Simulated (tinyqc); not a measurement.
Keating valence-force model of a tetrahedral crystal. Inputs raised by 2 %, one at a time. Computed by tinyqc, a small Python program. Command: `OMP_NUM_THREADS=1 python tinyqc.py 3022569 3022570 out.jsonl keating sens`. One thread of a shared host (Intel(R) Xeon(R) Processor @ 2.30GHz), about 0.08 s of CPU time with the checks.

Atom A sits at 0 and atom B at a/4 (1,1,1) of an fcc lattice; the four bonds from A are t = a/4 (1,1,1), a/4 (1,-1,-1), a/4 (-1,1,-1), a/4 (-1,-1,1), of length d = sqrt(3) a/4. Energy: E = (3 alpha/(8 d^2)) sum over bonds (r.r - d^2)^2 + (3 beta/(8 d^2)) sum over pairs of bonds at one atom (r_i.r_j + d^2/3)^2; both atoms have the mass M. The cell holds two atoms, Omega = a^3/4. 1 N/m = 1 J/m^2. With constants fitted to the elastic moduli this model puts optical and zone-boundary frequencies of real crystals too high, by up to about 20 % in elemental crystals and up to about 50 % in compounds, and mostly by more for TA modes; in compounds the lattice part of the static dielectric constant then comes out too low.

Inputs (values chosen for the exercise, modelled on germanium):
```
quantity,value,unit
lattice constant a,5.658,angstrom
atomic mass M,72.63,u
bond stretching alpha,37.6,N/m
bond bending beta,11.7,N/m
mesh divisions n,4,-
temperature T,150,K
```

Structure: diamond.

Constants: nu for 1 eV/(angstrom^2 u) = 15.6333042 THz; 1 eV/angstrom^2 = 16.02176634 J/m^2; h x 1 THz = 4.135667696 meV; k_B = 8.617333262e-05 eV/K.

Method:
- C11 = (alpha + 3 beta)/a, C12 = (alpha - beta)/a, C44 = 4 alpha beta/(a (alpha + beta)); with the two sublattices clamped C44(0) = (alpha + beta)/a; internal-strain parameter zeta = (alpha - beta)/(alpha + beta); B = (C11 + 2 C12)/3.
- With displacements u exp(i q.r), each bracket changes by g.u, where g = (g_A, g_B): bond t, g = (-2 t, 2 t exp(i q.t)); pair (i, j) at A, g = (-(t_i + t_j), t_i exp(i q.t_j) + t_j exp(i q.t_i)); pair at B, g = (-t_i exp(-i q.t_j) - t_j exp(-i q.t_i), t_i + t_j). Then D_mn = sum over the 4 bonds and 12 pairs of (4 k/a^2) conj(g_m) g_n / sqrt(M_m M_n), with k = alpha or beta converted to eV/angstrom^2.
- An eigenvalue lambda of D in eV/(angstrom^2 u) gives nu = 15.6333042 THz x sqrt(lambda).
- Mesh: q = sum_i (m_i + 1/2)/n b_i, m_i = 0..n-1, with b = [[-1, 1, 1], [1, -1, 1], [1, 1, -1]] in 2 pi/a; sums over the six modes are averaged over the n^3 points and halved, per atom.
- With x = h nu/(k_B T) and n = 1/(exp(x) - 1) for each mode: F = k_B T [x/2 + ln(1 - exp(-x))], U = k_B T x (n + 1/2), S/k_B = x n - ln(1 - exp(-x)), C/k_B = x^2 n (n + 1).
- The acoustic share counts the three lowest modes at each q; zero-point energy = sum h nu/2.

Runs:
```
input moved,from,to,C44 (GPa),internal-strain parameter zeta,entropy S (k_B/atom),zero-point energy (meV/atom)
base run,-,-,63.08,0.5254,1.656,38.73
lattice constant a (angstrom),5.658,5.77116,61.85,0.5254,1.656,38.73
atomic mass M (u),72.63,74.0826,63.08,0.5254,1.677,38.35
bond stretching alpha (N/m),37.6,38.352,63.38,0.5325,1.646,38.98
bond bending beta (N/m),11.7,11.934,64.04,0.5181,1.645,38.86
temperature T (K),150,153,63.08,0.5254,1.699,38.73
```

Exponents ln(y'/y) / ln(x'/x):
```
input,C44,internal-strain parameter zeta,entropy S,zero-point energy
lattice constant a,-1.000,0.000,0.000,0.000
atomic mass M,0.000,0.000,0.645,-0.500
bond stretching alpha,0.236,0.681,-0.310,0.325
bond bending beta,0.761,-0.697,-0.339,0.177
temperature T,0.000,0.000,1.286,0.000
```

Which inputs matter most for each result?

Among the inputs moved here: C44 answers most in size to lattice constant a (exponent -1.000), next to bond bending beta (+0.761); its exponent is below 0.0005 for atomic mass M, temperature T. Its exponent -1.000 in lattice constant a: at fixed alpha and beta every C scales as 1/a. Internal-strain parameter zeta answers most in size to bond bending beta (exponent -0.697), next to bond stretching alpha (+0.681); its exponent is below 0.0005 for lattice constant a, atomic mass M, temperature T. entropy S answers most in size to temperature T (exponent +1.286), next to atomic mass M (+0.645); its exponent is below 0.0005 for lattice constant a. Zero-point energy answers most in size to atomic mass M (exponent -0.500), next to bond stretching alpha (+0.325); its exponent is below 0.0005 for lattice constant a, temperature T.

Extremes, crossings and ranges named in words are read from the listed rows.
